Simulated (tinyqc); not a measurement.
Band bending at a free surface with one surface level, surface photovoltage and Kelvin probe: two steps of the calculation.

n-type bulk, xi = Ec - EF = Vt ln(Nc/Nd), p0 = ni^2/Nd, ni = sqrt(Nc Nv) exp(-Eg/(2 Vt)), Eg in volts. b is the upward band bending, u = b/Vt. Space charge per area, in units of q: Qc = sign(b) sqrt((2 eps0 eps_r Vt/q) [(Nd + dn)(exp(-u) - 1) + Nd u + (p0 + dn)(exp(u) - 1)]), with dn the excess density under light (flat quasi-Fermi levels; 0 in the dark). The level holds -Ns f, f = 1/(1 + exp((xi + b - Es)/Vt)). Neutrality: Qc + Qf + (charge of the states) = 0.

Values chosen for this exercise; band and dielectric values close to those of silicon: temperature T = 300 K; band gap Eg = 1.13 eV; relative permittivity eps_r = 11.5; conduction-band density of states at T Nc = 2.8e19 cm^-3; valence-band density of states at T Nv = 2.63e19 cm^-3; electron affinity chi = 4 eV; donor density Nd = 5.7e16 cm^-3; fixed positive charge at the surface Qf = 0 cm^-2; work function of the probe tip pt = 4.27 eV; density of an acceptor-like surface level Ns = 1.6e12 cm^-2; its depth below the conduction edge Es = 0.52 eV.

Constants: q = 1.602176634e-19 C, kB = 1.380649e-23 J/K, Vt = kB T/q, eps0 = 8.8541878128e-14 F/cm where lengths are in cm. Results are converted to the units shown.

Question 1. Charges against band bending. Evaluate Qc, the surface charge Qf - Ns f and their sum in the dark; the root lies where the sum changes sign.

b, point 0 to 6 (V): 0.114  0.19  0.266  0.342  0.418  0.494  0.57

Wanted: Qc; surface charge; sum.

Answer 1.

```
point	Qc (cm^-2)	surface charge (cm^-2)	sum (cm^-2)
0	2.532e11	-1.600e12	-1.347e12
1	3.449e11	-1.598e12	-1.253e12
2	4.171e11	-1.559e12	-1.141e12
3	4.786e11	-1.065e12	-5.864e11
4	5.330e11	-1.524e11	3.807e11
5	5.824e11	-8.855e9	5.735e11
6	6.279e11	-4.707e8	6.274e11
```

The sum rises steadily with b, so there is one root; bisection gives b = 0.37971 V.

Question 2. Work function and Kelvin-probe reading. Work function chi + xi + b; contact potential difference CPD = (work function of the sample) - pt. Depth of EF below Ec at the surface: xi + b. Depletion width Qc/Nd.

converged b = 0.37970637 V

Give: xi + b; Qc; Qc/Nd; work function; CPD.

Answer 2.

xi + b = 0.53991 eV
Qc = 5.0633e11 cm^-2
Qc/Nd = 88.830 nm
work function = 4.5399 eV
CPD = 269.91 mV

The level is 31.6 % filled: the Fermi level is pinned at it.

Program tinyqc, `OMP_NUM_THREADS=1 python tinyqc.py 2430082 2430083 out.jsonl`; Intel Xeon 2.30GHz, shared host, one thread, about 0.01 s.
